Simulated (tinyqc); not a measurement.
Inside a calculation. Model: Deal-Grove kinetics of thermal oxidation of silicon. Computed by tinyqc, a small Python program that keeps every step. Command: `OMP_NUM_THREADS=1 python tinyqc.py 3002583 3002584 out.jsonl oxide walk`. One thread of a shared host (Intel(R) Xeon(R) Processor @ 2.30GHz), about 0.03 s of CPU time with the checks. Intermediate numbers are printed to about 6 digits and carried at full precision; extremes and crossings named in words are read from the listed rows.

Oxidant diffuses through the oxide and reacts at the interface, so that dx/dt = B/(A + 2x) for the oxide thickness x.

Inputs (values chosen for the exercise, close to those used for silicon):
```
quantity,value,unit
prefactor B0,439,um^2/h
activation energy E_B,0.787,eV
prefactor (B/A)0,1.09e+08,um/h
activation energy E_A,2.03,eV
temperature T,900,C
oxidant pressure p,2,atm
pressure exponent m of B/A,1,-
initial oxide x_i,0.01,um
time t,0.89,h
"temperature of step 2, T2",1100,C
"time of step 2, t2",0.78,h
```

Ambient: steam. Surface: (100). Extension: second step.

Constants: k_B = 8.617333262e-05 eV/K.

## Rate constants

B = B0 p exp(-E_B/(k_B T)), B/A = (B/A)0 p^m exp(-E_A/(k_B T)), p in atm; A = B/(B/A). Temperatures in kelvin are T(C) + 273.15.

parabolic constant B = 0.365252 um^2/h

linear constant B/A = 0.414672 um/h

length A = 0.880820 um

Reaction at the interface limits growth while x is well below A/2 = 0.440 um, diffusion once x is well above it.

## Thickness after the oxidation

tau = (x_i^2 + A x_i)/B and x = (A/2) [sqrt(1 + 4 B (t + tau)/A^2) - 1], the root of x^2 + A x = B (t + tau). Silicon consumed is 0.44 times the oxide grown; the rate is B/(A + 2x).

tau = 0.0243892 h

oxide thickness x = 0.286187 um

silicon consumed = 0.121522 um

final growth rate = 0.251344 um/h

2x/A = 0.650: reaction and diffusion both resist, diffusion with a share 2x/(A + 2x) = 0.39.

## Full law against its linear and parabolic limits

Linear limit x = (B/A)(t + tau); parabolic limit x = sqrt(B (t + tau)).

Thickness (um):
```
t (h),full,linear limit,parabolic limit,2x/A
0.05,0.02984,3.08471e-02,0.16484,0.06775
0.1,0.04887,5.15807e-02,0.21315,0.11096
0.25,0.10198,1.13782e-01,0.31658,0.23155
0.5,0.18047,2.17450e-01,0.43765,0.40978
1,0.31333,4.24786e-01,0.61169,0.71145
2,0.52570,8.39458e-01,0.85989,1.19366
4,0.84950,1.66880e+00,1.21240,1.92889
8,1.32732,3.32749e+00,1.71199,3.01383
16,2.01863,6.64487e+00,2.41928,4.58353
32,3.00791,1.32796e+01,3.42008,6.82980
```

Both limits lie above the full result, since each drops one resistance. The linear law overshoots by 3.4 % in the first row and 340 % in the last, the parabolic law by 450 % and 14 %. The better limit switches between 2 and 4 h; both give the same value where B (t + tau) = A^2, at 2x/A = sqrt5 - 1 = 1.24.

## A second oxidation in the same ambient

Step 2 starts from the thickness x of step 1, with B and A at T2: tau2 = (x^2 + A2 x)/B2 and x2 = (A2/2) [sqrt(1 + 4 B2 (t2 + tau2)/A2^2) - 1].

B2 = 1.13507 um^2/h

A2 = 0.146938 um

tau2 = 0.109205 h

thickness after both steps x2 = 0.933857 um

## Two steps, the one at T2 first

First t2 at T2 from x_i, then t at T from the thickness reached.

thickness after t2 at T2 = 0.871158 um

final thickness in this order = 0.989725 um

The order changes the result by 6.0 %: ending with the larger A gives the thicker film, since A differs between the steps and the times are not simply additive.

Checks made by the program: closed form against Runge-Kutta integration of dx/dt (relative difference below 1e-10).
